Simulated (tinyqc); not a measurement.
Energy relaxation with and without hot phonons: decay of LO phonons and the hot-phonon bottleneck in the cooling of electrons. Computed by tinyqc, a small Python program. Command: `OMP_NUM_THREADS=1 python tinyqc.py 3030002 3030003 out.jsonl hotphonon walk`. One thread of a shared host (Intel(R) Xeon(R) Processor @ 2.30GHz), about 0.01 s of CPU time with the checks.

n(E, T) = 1/(exp(E/(k_B T)) - 1) is the Bose occupation. Electrons have a temperature T_e; the LO modes within their reach share one occupation N; the decay products stay at the lattice temperature.

Inputs (values chosen for the exercise, modelled on gallium arsenide): LO energy hbar omega = 36.9 meV; lifetime at T = 0, tau_0 = 9.9 ps; share f of the energy in the softer product = 0.43; lattice temperature T = 400 K; electron mass m* = 0.0661 m_0; eps_inf = 11.2; static dielectric constant eps_s = 12.9; electron density n = 2.5e+17 1/cm^3; density of LO modes that the electrons reach, N_m = 1e+19 1/cm^3.

Decay channel: two unequal phonons (Ridley).

Constants: k_B = 8.617333262e-05 eV/K; c = 299792458 m/s; e^2/(4 pi eps_0) = 14.39964548 eV angstrom; hbar^2/(2 m_0) = 3.80998212 eV angstrom^2; hbar = 6.582119569e-16 eV s; e = 1.602176634e-19 C; k_B = 1.380649e-23 J/K.

Method:
- Decay rate 1/tau = (1/tau_0) [1 + n(f hbar omega) + n((1 - f) hbar omega)].
- Full width Gamma = 1/(2 pi c tau) in 1/cm, c in cm/s.
- Froehlich coupling alpha = (e^2/(4 pi eps_0)) (1/eps_inf - 1/eps_s) k_0/(2 hbar omega), k_0 = sqrt(m* hbar omega/(hbar^2/(2 m_0))); emission time tau_sp = hbar/(2 alpha hbar omega); bottleneck ratio r = (n/N_m) tau/tau_sp.
- Net emission per electron: [(N + 1) x - N]/tau_sp with x = exp(-hbar omega/(k_B T_e)), a simple two-level balance; steady state of the modes: n [(N + 1) x - N]/tau_sp = N_m (N - N_0)/tau; power per electron P = hbar omega [(N + 1) x - N]/tau_sp.
- P(T_e) = (hbar omega/tau_sp) [(N_0 + 1) x - N_0]/[1 + r (1 - x)], and r = 0 without hot phonons; energy relaxation time tau_E = (3/2) k_B (T_e - T)/P.

emission time tau_sp = 153.540 fs

equilibrium LO occupation N_0 = 0.521679

bottleneck ratio r = 0.413326

phonon lifetime tau = 2.53848 ps

Cooling:
```
T_e (K)  P, cold phonons (nW)  P, hot phonons (nW)   ratio  tau_E (ps)        N
430                    1.5577               1.2356  1.2606     0.50281  0.53494
480                    3.9236               3.1541  1.2439     0.52527  0.55554
550                    6.8105               5.5661  1.2236     0.55811  0.58143
700                    11.694               9.8341  1.1891     0.63177  0.62724
900                    16.322               14.113  1.1565     0.73370  0.67318
1200                   20.921               18.612  1.1240     0.89017  0.72147
1700                   25.458               23.313  1.0920      1.1548  0.77193
2400                   28.930               27.100  1.0675      1.5284  0.81258
```

What follows from these numbers?

Reabsorption cuts the loss by a factor 1.26 at the lowest T_e and 1.07 at the highest; the factor is 1 + r (1 - x) with r = 0.413. tau_E runs from 0.50 to 1.5 ps, with its shortest value, 0.50 ps, at T_e = 430 K, against tau_sp = 150 fs and a phonon lifetime of 2.5 ps. Pauli blocking is left out, as are upper valleys and non-parabolic bands, which can matter above about 1000 K.

Extremes, crossings and ranges named in words are read from the listed rows.
